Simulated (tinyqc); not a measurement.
## Thin-body transistor below threshold, two-dimensional Poisson equation on a small mesh: effect of the insulator thickness

A thin body on a thick buried insulator of low permittivity, taken as carrying no normal field at the bottom of the body (row 0). Mobile charge is neglected (subthreshold), the body is fully depleted, and potentials are counted from the intrinsic level; rows run upward to the gate, columns from source to drain.

Mesh: rows i = 0..12 in the semiconductor (step hs = tb/12, row 12 on the interface), then 8 step(s) ho = tox/8 up to the gate row 20; columns j = 0..80 (step hy = L/80). Box integration, divided by eps0: up_i = eps hy/h of the interval above row i, dn_i = that of the interval below (0 for row 0), lat_i = (sum of eps h/2 over the intervals above and below)/hy, s_i = -q Na w_i hy/eps0 with w_i the semiconductor height of the box (hs/2 for row 0 and the interface row, hs between, 0 in the insulator). Each free node obeys (up + dn + 2 lat) psi = up psi(above) + dn psi(below) + lat [psi(left) + psi(right)] + s. Fixed values: gate row Vg - Vfb; column 0 at Vbi and the last column at Vbi + Vd in the semiconductor, each running linearly to Vg - Vfb across the insulator. The system is solved directly. On row 0 the minimum of psi and its place come from a parabola through the three lowest nodes; barrier = Vbi - minimum, swing = Vt ln 10/(d psi/dVg), DIBL = (d psi/dVd)/(d psi/dVg) there. Lambda = pi/k with k the smallest positive root of tan(k tox) tan(k tb) = eox/eps_r.

Values chosen for this exercise; semiconductor permittivity made up:
- T = 300 K (temperature)
- eps_r = 15.2 (relative permittivity of the semiconductor)
- eox = 3.9 (relative permittivity of the insulator)
- tb = 6 nm (body thickness)
- L = 48 nm (channel length)
- Na = 0 cm^-3 (acceptor density of the depleted body)
- Vbi = 0.47 V (potential of the source)
- Vfb = -0.02 V (gate offset)
- Vg = 0.05 V (gate voltage)
- Vd = 0.5 V (drain voltage)

Constants: q = 1.602176634e-19 C, kB = 1.380649e-23 J/K, Vt = kB T/q, eps0 = 8.8541878128e-14 F/cm where lengths are in cm. Results are converted to the units shown.

Effect of the insulator thickness:
```
tox (nm)  L/Lambda  barrier (V)  place y/L  swing (mV/decade)  DIBL (mV/V)
0.44         3.136       0.3893     0.4588              60.70        6.048
0.61         2.912       0.3851     0.4556              61.17        8.495
0.84         2.669       0.3787     0.4516              61.91        12.31
1.2          2.382       0.3674     0.4457              63.25        19.21
1.6          2.146       0.3539     0.4397              64.94        27.88
2.2          1.892       0.3329     0.4314              67.75        42.25
```

As tox goes from 0.44 to 2.2 nm, the barrier falls from 0.389 to 0.333 V, the swing rises from 60.7 to 67.8 mV a decade and DIBL rises from 6.05 to 42.2 mV/V; the ideal swing is 59.5. L/Lambda goes from 3.1 to 1.9.

Program tinyqc, `OMP_NUM_THREADS=1 python tinyqc.py 2480034 2480035 out.jsonl`; Intel Xeon 2.30GHz, shared host, one thread, about 0.1 s.
